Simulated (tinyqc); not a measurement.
# Hexagonal on-chip spiral inductor, lumped pi model, step by step

Computed by the program tinyqc: `OMP_NUM_THREADS=1 python tinyqc.py 2302121 2302122 out.jsonl`, one thread of a shared Intel Xeon 2.30GHz, about 0.01 s for the whole run. Printed values are rounded.

Outer diameter do = di + 2 n wd + 2 (n - 1) sp, mean da = (do + di)/2, fill p = (do - di)/(do + di), length l = 3.464 n da. L = 2.33 mu0 n^2 da/(1 + 3.82 p), mu0 = 4 pi 1e-7 H/m. Rs = rho l/(wd delta (1 - exp(-th/delta))), delta = sqrt(rho/(pi f mu0)). Cs = n wd^2 eps0 eo/hu across the coil. At each end Cox = l wd eps0 eo/(2 ho) leads to the substrate branch Rsi = 2 rs he/(l wd) in parallel with Csi = l wd eps0 11.7/(2 he). With one end grounded Y = 1/(Rs + i w L) + i w Cs + 1/[1/(i w Cox) + 1/(1/Rsi + i w Csi)], w = 2 pi f; Q = -Im Y/Re Y. Eddy currents in neighbouring turns and in the substrate are left out.

Values chosen for this exercise; values of the order met in silicon radio-frequency processes:
```
symbol  value     unit                                     meaning
n         2.5                                      number of turns
wd          4       um                                  line width
sp          2       um                         space between turns
di         40       um                              inner diameter
th        0.9       um                             metal thickness
rho       1.9  uohm cm                           metal resistivity
ho        5.1       um                        oxide below the coil
hu        1.3       um            oxide between coil and underpass
eo          3                   relative permittivity of the oxide
rs          1   ohm cm                       substrate resistivity
he         50       um  effective spreading depth in the substrate
f         1.3      GHz                                   frequency
```

Constants: eps0 = 8.8541878128e-12 F/m. Results are converted to the units shown.

## Geometry and model elements

do, l, L, delta, Rs, Cs, Cox, Rsi and Csi as defined.

do = 66 um
l = 458.980 um
L = 0.500722 nH
delta = 1.92409 um
Rs = 3.03294 ohm
Cs = 0.817310 fF
Cox = 4.78105 fF
Rsi = 544.686 ohm
Csi = 1.90190 fF

Rs is 1.25 times the direct-current value in this empirical form, which overstates the skin effect of a flat slab when delta is near th and so stands in for some current crowding.

## Admittance, quality factor and apparent inductance

Series branch 1/(Rs + i w L), substrate branch, total Y, Q = -Im Y/Re Y, apparent inductance Im(1/Y)/w, metal-only value w L/Rs, share of the loss in the substrate Re(substrate branch)/Re Y.

series branch = 116.982-157.752i mS
substrate branch = 0.0008300+0.0390276i mS
Y = 116.983-157.706i mS
Q = 1.34811
apparent inductance = 0.500761 nH
w L/Rs = 1.34851
share of the loss in the substrate = 7.09469e-4 %

Q is 100 % of the metal-only value.
